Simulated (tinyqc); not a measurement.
Band bending at a free surface with a continuum of surface states, surface photovoltage and Kelvin probe: photovoltage against injection.

n-type bulk, xi = Ec - EF = Vt ln(Nc/Nd), p0 = ni^2/Nd, ni = sqrt(Nc Nv) exp(-Eg/(2 Vt)), Eg in volts. b is the upward band bending, u = b/Vt. Space charge per area, in units of q: Qc = sign(b) sqrt((2 eps0 eps_r Vt/q) [(Nd + dn)(exp(-u) - 1) + Nd u + (p0 + dn)(exp(u) - 1)]), with dn the excess density under light (flat quasi-Fermi levels; 0 in the dark). The states hold -Ds (E0 - xi - b): negative while the Fermi level lies above the neutrality level. Neutrality: Qc + Qf + (charge of the states) = 0.

Under chopped light the surface charge keeps its dark value, so b falls to bL with Qc(bL, dn) = Qc(b, 0); the photovoltage is b - bL.

Parameters, values chosen for the exercise; band and dielectric values close to those of indium phosphide: temperature T = 300 K; band gap Eg = 1.36 eV; relative permittivity eps_r = 12.5; conduction-band density of states at T Nc = 5.6e17 cm^-3; valence-band density of states at T Nv = 1.08e19 cm^-3; donor density Nd = 5.8e15 cm^-3; fixed positive charge at the surface Qf = 2e10 cm^-2; density of surface states Ds = 1.5e13 cm^-2 eV^-1; depth of their neutrality level below the conduction edge E0 = 0.39 eV.

Constants: q = 1.602176634e-19 C, kB = 1.380649e-23 J/K, Vt = kB T/q, eps0 = 8.8541878128e-14 F/cm where lengths are in cm. Results are converted to the units shown.

Result of one run:
```
dn (cm^-3)    bL (V)  photovoltage (mV)  share of b removed (%)
4e15        0.065856             195.51                  74.803
```

What becomes of these results when the excess carrier density under light dn is changed from 4e15 to 1.5e11 cm^-3, all else the same?

Result of the changed run:
```
dn (cm^-3)   bL (V)  photovoltage (mV)  share of b removed (%)
1.5e11      0.25055             10.817                  4.1387
```

The whole series:
```
dn (cm^-3)    bL (V)  photovoltage (mV)  share of b removed (%)
5.5e6        0.26136          6.0270e-4               2.3060e-4
7.1e7        0.26135          0.0077781               0.0029760
9.1e8        0.26126           0.099339                0.038008
1.2e10       0.26011             1.2528                 0.47933
1.5e11       0.25055             10.817                  4.1387
1.9e12       0.21975             41.616                  15.923
2.4e13       0.17354             87.828                  33.604
3.1e14       0.12008             141.28                  54.056
4e15        0.065856             195.51                  74.803
5.1e16      0.024845             236.52                  90.494
```

The photovoltage rises from 6.03e-4 to 237 mV, towards the full b = 261 mV. Its steepest rise is 48.8 mV a decade (Vt ln 10 = 59.5 mV), and it reaches 90.5 % of b in the last row: even strong light does not flatten the bands fully, so a saturation reading understates b. For dn = 5.1e16 the injection is high, and a Dember voltage, left out here, adds to the signal.

Program tinyqc, `OMP_NUM_THREADS=1 python tinyqc.py 2430122 2430123 out.jsonl`; Intel Xeon 2.30GHz, shared host, one thread, about 0.01 s.
